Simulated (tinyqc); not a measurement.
Fermi-level pinning at a metal contact (Cowley-Sze model): one step of the calculation.

Interface states of density Ds lie behind a thin layer of thickness dl. Neglecting the depletion charge, the barrier for electrons is phi = S (pM - chi) + (1 - S) E0 with S = 1/(1 + q Ds dl/(eps0 ei)); the barrier for holes is Eg - phi.

Task. Barrier. Also the charge in the states, Ds (phi - E0), and the drop across the layer, pM - chi - phi.

Values chosen for this exercise; material values close to those of gallium nitride:
- Eg = 3.39 eV (band gap)
- chi = 4.07 eV (electron affinity)
- Ds = 8.3e12 cm^-2 eV^-1 (density of interface states)
- E0 = 2.79 eV (depth of their neutrality level below the conduction edge)
- dl = 0.42 nm (thickness of the interface layer)
- ei = 2 (its relative permittivity)
- pM = 5.21 eV (metal work function)

Constants: q = 1.602176634e-19 C, eps0 = 8.8541878128e-14 F/cm where lengths are in cm. Results are converted to the units shown.

Give: S; phi; barrier for holes; charge in the states; drop across the layer.

Result.

S = 0.76023
phi = 1.5356 eV
barrier for holes = 1.8544 eV
charge in the states = -1.0411e13 cm^-2
drop across the layer = -0.39563 V

tinyqc, about 0.01 s, one thread, Intel Xeon 2.30GHz (shared host): `OMP_NUM_THREADS=1 python tinyqc.py 2430089 2430090 out.jsonl`
